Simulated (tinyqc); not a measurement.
Worked calculation: Hueckel theory of the pi electrons with the omega technique, for the molecule Nc1ccc2c(c1)C=C2 (SMILES; centres numbered as the heavy atoms are written). One step of it, computed by the program tinyqc.

Problem. Omega technique, round 1. h_r = h_r(0) + omega q_r, omega = 1, with q_r = z_r - P_rr; 0.7 of the old diagonal is kept.

Hueckel matrix in units of beta (H = alpha + beta A), lower triangle:
```
          1N        2C        3C        4C        5C        6C        7C        8C
1N  1.500000
2C  0.800000  0.000000
3C  0.000000  1.000000  0.000000
4C  0.000000  0.000000  1.000000  0.000000
5C  0.000000  0.000000  0.000000  1.000000  0.000000
6C  0.000000  0.000000  0.000000  0.000000  1.000000  0.000000
7C  0.000000  1.000000  0.000000  0.000000  0.000000  1.000000  0.000000
8C  0.000000  0.000000  0.000000  0.000000  0.000000  1.000000  0.000000  0.000000
9C  0.000000  0.000000  0.000000  0.000000  1.000000  0.000000  0.000000  1.000000

          9C
9C  0.000000
```

charge and bond-order matrix P, lower triangle:
```
           1N         2C         3C         4C         5C        6C         7C        8C
1N   1.903686
2C   0.310810   0.934229
3C  -0.196608   0.693841   1.084490
4C  -0.050648   0.023753   0.575694   0.989163
5C   0.139637  -0.328038  -0.071574   0.719801   1.063716
6C  -0.055007   0.028364  -0.332066  -0.013614   0.538885  0.982575
7C  -0.112743   0.531147   0.030778  -0.169373  -0.020639  0.738859   1.022010
8C  -0.086713   0.159678   0.055547  -0.343610  -0.052568  0.220542   0.009567  1.047124
9C   0.052680  -0.032620   0.148135   0.016592   0.228057  0.021548  -0.358639  0.890009

          9C
9C  0.973007
```

Centres:
```
centre  z_r, pi electrons of the neutral centre         h
1N                                            2  1.500000
2C                                            1  0.000000
3C                                            1  0.000000
4C                                            1  0.000000
5C                                            1  0.000000
6C                                            1  0.000000
7C                                            1  0.000000
8C                                            1  0.000000
9C                                            1  0.000000
```

Give: matrix after round 1.

Solution.

matrix after round 1, lower triangle:
```
        1N      2C       3C      4C       5C      6C       7C       8C
1N  1.5289
2C  0.8000  0.0197
3C  0.0000  1.0000  -0.0253
4C  0.0000  0.0000   1.0000  0.0033
5C  0.0000  0.0000   0.0000  1.0000  -0.0191
6C  0.0000  0.0000   0.0000  0.0000   1.0000  0.0052
7C  0.0000  1.0000   0.0000  0.0000   0.0000  1.0000  -0.0066
8C  0.0000  0.0000   0.0000  0.0000   0.0000  1.0000   0.0000  -0.0141
9C  0.0000  0.0000   0.0000  0.0000   1.0000  0.0000   0.0000   1.0000

        9C
9C  0.0081
```
